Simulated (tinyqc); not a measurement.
# Scattering of inversion-layer electrons by surface optical phonons of the gate insulator (remote phonon scattering), step by step

A worked calculation. Computed by tinyqc, a small Python program that keeps every step. Command: `OMP_NUM_THREADS=1 python tinyqc.py 3111672 3111673 out.jsonl sophonon walk`. One thread of a shared host (Intel(R) Xeon(R) Processor @ 2.30GHz), about 0.02 s of CPU time with the checks. Intermediate numbers are printed to about 5 digits and carried at full precision; extremes and crossings named in words are read from the listed rows.

One subband with the Fang-Howard envelope; insulator and channel are half-spaces, the gate is far away, and an interlayer only moves the polar surface away by t (its own modes and its permittivity contrast are left out).

Inputs (values chosen for the exercise, modelled on AlN on silicon): static constant of the insulator eps_0s = 9.29; intermediate constant eps_i = 7.25; optical constant eps_inf = 4.84; hbar omega_TO1 = 79.6 meV; hbar omega_TO2 = 86.9 meV; constant of the channel eps_s = 11.7; in-plane mass m = 0.189 m_0; valleys g_v = 2; sheet density n = 7.9e+12 1/cm^2; mean distance of the electrons z0 = 3/b = 1.6 nm; interlayer thickness t = 0 nm; temperature T = 300 K; electron energy E = 120 meV; mobility from other processes = 850 cm^2/(V s).

Screening by the channel electrons: static.

Constants: k_B = 8.617333262e-05 eV/K; hbar^2/(2 m_0) = 3.80998212 eV angstrom^2; e^2/(4 pi eps_0) = 14.39964548 eV angstrom; hbar = 6.582119569e-16 eV s; e = 1.602176634e-19 C; m_0 = 9.1093837015e-31 kg.

## Surface modes and strengths

eps(w) = eps_inf + (eps_0s - eps_i) w1^2/(w1^2 - w^2) + (eps_i - eps_inf) w2^2/(w2^2 - w^2). Surface modes solve eps(w) + eps_s = 0, a quadratic in w^2; the strength of a mode is g = 2/(w d eps/dw). Occupation N = 1/(exp(hbar w/(k_B T)) - 1).

hbar omega_SO (meV): 1 81.739, 2 95.332

strengths g: 1 0.001129, 2 0.011688

occupations N: 1 0.044222, 2 0.025674

hbar omega g (2 N + 1) (meV): 1 0.1005, 2 1.1715

The upper mode has the larger hbar omega g N, the prefactor of absorption before the dependence on q: 0.00408 and 0.0286 meV.

## The electron gas

Density of states D = g_v m/(pi hbar^2); eta = E_F/(k_B T) = ln(exp(n/(D k_B T)) - 1); screening wave number q_s = e^2 D/(2 eps_0 eps_avg) x 1/(1 + exp(-eta)), eps_avg = (eps_s + eps_inf)/2; b = 3/z0.

D = 1.5790e+14 1/(eV cm^2)

eta = 1.7793

q_s = 1.4781 1/nm

b = 1.875 1/nm

## Squared matrix elements

For a mode of strength g, without the occupation factor, Area x |M(q)|^2 = e^2 hbar w g/(2 eps_0 q) x (b/(b + q))^6 exp(-2 q t) / (1 + (q_s/q) H(q))^2, H = (1 + 9 x/8 + 3 x^2/8)/(1 + x)^3, x = q/b.

Area x |M|^2 (meV^2 nm^2):
```
q (1/nm)  (b/(b + q))^6  exp(-2 q t)  mode 1  mode 2
0.05            0.85393            1  16.792  202.72
0.10            0.73216            1  29.407  355.00
0.20            0.54438            1  44.710  539.74
0.30            0.41044            1  50.536  610.07
0.50            0.24212            1  47.115  568.76
0.80            0.11859            1  31.417  379.26
1.20            0.05140            1  15.417  186.11
```

## Rates at the energy E

Approximate momentum relaxation rate, taking tau v alike in the initial and final states: 1/tau = (m/(2 pi hbar^3)) sum over modes and over absorption (N, E' = E + hbar w) and emission (N + 1, E' = E - hbar w > 0) of [(1 - f(E'))/(1 - f(E))] int_0^(2 pi) Area |M(q)|^2 (1 - cos theta) d theta, q^2 = k^2 + k'^2 - 2 k k' cos theta, f the Fermi function; 48 midpoints in theta from 0 to pi.

rates (1/ps): mode 1 absorption 0.00181, mode 1 emission 0.03796, mode 2 absorption 0.01212, mode 2 emission 0.35434

tau at E = 2461.7 fs

## Mobility

mu = (e/m) int tau E f (1 - f) dE/(k_B T int f dE), by 300 midpoints from 0 to (max(eta, 0) + 14) k_B T; Matthiessen sum with the other processes.

remote-phonon mobility = 1.6925e+05 cm^2/(V s)

total mobility = 845.75 cm^2/(V s)

loss of mobility = 0.49971 %

Caution: a relaxation time is only an approximation for inelastic scattering, and static or no screening brackets the true dynamic screening only roughly.

## What an interlayer buys

The formulas are those given above.

Against the interlayer thickness:
```
t (nm)  remote-phonon mobility (cm^2/(V s))  total (cm^2/(V s))
0.0                              1.6925e+05              845.75
0.3                              3.1889e+05              847.74
0.6                              5.8393e+05              848.76
1.0                              1.2469e+06              849.42
1.5                              2.9727e+06              849.76
2.0                              6.5198e+06              849.89
3.0                              2.5674e+07              849.97
```

1 nm of interlayer raises the remote-phonon mobility by a factor 7.37, as exp(2 q t) with an effective q of 1.00 per nm; between 2 and 3 nm the effective q is 0.69. The total goes from 846 to 849 over the first nanometre.

Checks made by the program: sum of strengths against 1/(eps_s + eps_inf) - 1/(eps_s + eps_0s) (relative difference below 1e-10).
